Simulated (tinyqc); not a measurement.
# Thin film between two gates, subbands and threshold shift from confinement: two studies

Undoped body with a flat potential across it, hard walls, transport along x. One isotropic valley (g = 1, mx = my = mz = me). Non-parabolicity enters the subband edges through E (1 + al E) = gamma, so E = 2 gamma/(1 + sqrt(1 + 4 al gamma)); motion within a subband is taken as parabolic with the band-edge mass. Energies are counted from the bulk band edge.

Values chosen for this exercise; masses close to those of InAs: temperature T = 300 K; mass at the band edge me = 0.023 m0; non-parabolicity al = 2.9 1/eV; film thickness (along z) t = 4.9 nm; widening of the box by penetration into the insulator dl = 0.2 nm; gate capacitance per area of interface Cg = 1.5 uF/cm^2.

Constants: q = 1.602176634e-19 C, kB = 1.380649e-23 J/K, hbar = 1.054571817e-34 J s, m0 = 9.1093837015e-31 kg, Vt = kB T/q, hbar^2/(2 m0) = 0.0380998212 eV nm^2. Results are converted to the units shown.

Each table varies one quantity; the others keep the values above.

## Confinement against the film thickness

gamma = C (pi k/(t + dl))^2/mz, C = hbar^2/(2 m0). Each subband has N_k = g sqrt(mx my) m0 kB T/(pi hbar^2); without degeneracy n = exp(EF/Vt) sum N_k exp(-E_k/Vt). Classical value Nc times t, Nc = sum over valleys of 2 g (m m0 kB T/(2 pi hbar^2))^1.5 with m = (mx my mz)^(1/3). Threshold shift dVT = Vt ln(classical value/sum N_k exp(-E_k/Vt)). With degeneracy n = sum N_k F((EF - E_k)/Vt), F(x) = ln(1 + exp(x)); gate: Vg = EF + q n/(Cg P), P = 2 (both faces), summed over the 60 lowest subbands at most, with Vg counted from the value that would put EF at the bulk band edge of an empty body. The last two columns are for Vg = 0.4 V; sensitivity d(dVT)/dt by central differences between 0.99 and 1.01 times the value.

Results:
```
t (nm)	E_1 (meV)	gap to the next edge (meV)	dVT (mV)	sensitivity (mV/nm)	n/P (cm^-2)	share of the lowest subband (%)
3	589.3	732.2	531.3	-217.3	8.184e7	100.0
3.8	445.7	581.5	393.7	-135.7	1.824e10	100.0
4.8	332.8	460.1	286.9	-83.90	2.277e11	100.0
6.1	242.0	358.8	202.3	-50.17	5.030e11	100.0
7.7	174.1	278.8	140.4	-29.65	7.181e11	99.89
9.8	121.0	211.8	93.53	-16.58	9.083e11	96.25
16	53.88	113.8	38.75	-4.364	1.383e12	68.93
20	36.26	82.86	26.16	-2.233	1.587e12	58.82
```

Estimate the missing row, t = 12 nm.

Computed row:
```
t (nm)	E_1 (meV)	gap to the next edge (meV)	dVT (mV)	sensitivity (mV/nm)	n/P (cm^-2)	share of the lowest subband (%)
12	87.59	165.7	65.30	-9.816	1.106e12	84.36
```

With this row back in the table: As t grows from 3 to 20 nm, E_1 falls from 589 to 36.3 meV and dVT falls from 531 to 26.2 mV. E_1 goes as t^(-1.18) at the thin end (-2 for a parabolic band without penetration); a thickness error of 0.2 nm moves the threshold by 43 mV in the first row and 0.45 mV in the last. The charge per interface area rises from 8.18e7 to 1.59e12 cm^-2. For t = 12, 16, 20 the charge in the last two columns would bend the potential across the body noticeably, which is left out.

## Charge and subband filling against gate voltage

Same model as above.

Each subband has N_k = g sqrt(mx my) m0 kB T/(pi hbar^2). Cq = q dn/dEF.

Results:
```
Vg (V)	EF - E_1 (eV)	n (cm^-2)	n/P (cm^-2)	share of the lowest subband (%)	Cq/(Cg P)	total C/(Cg P)
0.17	-0.1541	6.398e8	3.199e8	100.0	0.001320	0.001318
0.29	-0.03690	5.342e10	2.671e10	100.0	0.09929	0.09032
0.42	0.06267	6.232e11	3.116e11	100.0	0.4714	0.3204
0.54	0.1427	1.372e12	6.859e11	100.0	0.5111	0.3382
0.67	0.2286	2.197e12	1.098e12	100.0	0.5131	0.3391
0.79	0.3079	2.959e12	1.480e12	99.97	0.5152	0.3400
1.04	0.4644	4.710e12	2.355e12	94.74	0.8371	0.4557
1.17	0.5313	5.892e12	2.946e12	86.64	1.005	0.5012
```

Estimate the missing row, Vg = 0.92 V.

Computed row:
```
Vg (V)	EF - E_1 (eV)	n (cm^-2)	n/P (cm^-2)	share of the lowest subband (%)	Cq/(Cg P)	total C/(Cg P)
0.92	0.3930	3.801e12	1.900e12	99.33	0.5631	0.3603
```

With this row back in the table: EF passes E_1 = 0.324 eV at Vg = 0.333 V. The share of the lowest subband falls from 100 to 86.6 % and the total capacitance rises from 0.00132 to 0.501 of Cg P. In the last row 51 % of an added gate voltage goes into raising EF (from the last two rows).

Range of the model: Non-parabolicity also makes carriers heavier within each subband, which is left out, so densities of states are understated at high energy.

Numbers from tinyqc (`OMP_NUM_THREADS=1 python tinyqc.py 2350077 2350078 out.jsonl`; about 0.03 s on one thread of a shared Intel Xeon 2.30GHz).
